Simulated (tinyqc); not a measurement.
Front-illuminated p-i-n photodiode, quantum efficiency and bandwidth: two steps of the calculation.

Light enters through a p layer (0 to xp), a depleted layer (xp to xp + wi) and a thick n substrate, decaying as exp(-al x); one pass, no back reflection. Carriers made in the depleted layer are all collected; those in the neutral layers diffuse.

Values chosen for this exercise; values close to those of In0.53Ga0.47As at this wavelength: wavelength lam = 1310 nm; absorption coefficient al = 12000 1/cm; reflectance of the front face Rf = 0.02; relative permittivity eps_r = 13.9; thickness of the front p layer xp = 0.084 um; thickness of the depleted layer wi = 2.4 um; electron diffusion coefficient in the p layer Dn = 110 cm^2/s; electron diffusion length in the p layer Ln = 6.8 um; recombination velocity of the front surface S = 1e6 cm/s; hole diffusion length in the thick n substrate Lp = 7.8 um; electron drift velocity ve = 7.06e6 cm/s; hole drift velocity vh = 4.86e6 cm/s; diameter dia = 45 um; load resistance RL = 50 ohm; parasitic capacitance Cp = 40 fF; modulation frequency f = 15 GHz.

Constants: q = 1.602176634e-19 C, h = 6.62607015e-34 J s, c = 299792458 m/s, eps0 = 8.8541878128e-14 F/cm where lengths are in cm. Results are converted to the units shown.

Task 1. Quantum efficiency. k = al Ln, s = S Ln/Dn, e = exp(-al xp); front layer f1 = (k/(k^2 - 1)) {[s + k - e (s cosh(xp/Ln) + sinh(xp/Ln))]/[s sinh(xp/Ln) + cosh(xp/Ln)] - k e}; depleted layer f2 = e (1 - exp(-al wi)); substrate f3 = e exp(-al wi) al Lp/(1 + al Lp); external efficiency (1 - Rf)(f1 + f2 + f3); responsivity = efficiency q lam/(h c).

Give: s; f1; f2; f3; external efficiency; responsivity.

Result 1.

s = 6.1818
f1 = 0.092423
f2 = 0.85336
f3 = 0.045853
external efficiency = 0.97181
responsivity = 1.0268 A/W

The front layer absorbs 9.59 % of the light that enters and collects 96.4 % of that. Diffusion from the neutral layers makes up 13.9 % of the current.

Task 2. Response at one frequency. Drift response for pairs made in the depleted layer, a = al wi, g = 1 - exp(-a), u = 2 pi i f, te = wi/ve, th = wi/vh: electrons He = [g - a (exp(-a) - exp(-u te))/(u te - a)]/(u te g), holes Hh = [g - a (1 - exp(-a - u th))/(a + u th)]/(u th g); C = eps0 eps_r pi (dia/2)^2/wi + Cp; total |He + Hh|/sqrt(1 + (2 pi f RL C)^2), for the current of the depleted layer alone.

Find: te; th; He; Hh; |He + Hh|; C; total response.

Result 2.

te = 33.994 ps
th = 49.383 ps
He = 0.16412-0.47815i
Hh = 0.10572-0.15733i
|He + Hh| = 0.69040
C = 121.56 fF
total response = 0.59907

The drift response alone falls to 1/sqrt(2) at 14.5 GHz and the RC term alone at 26.2 GHz; together they give 12.3 GHz.

Numbers from tinyqc (`OMP_NUM_THREADS=1 python tinyqc.py 2250024 2250025 out.jsonl`; about 0.01 s on one thread of a shared Intel Xeon 2.30GHz).
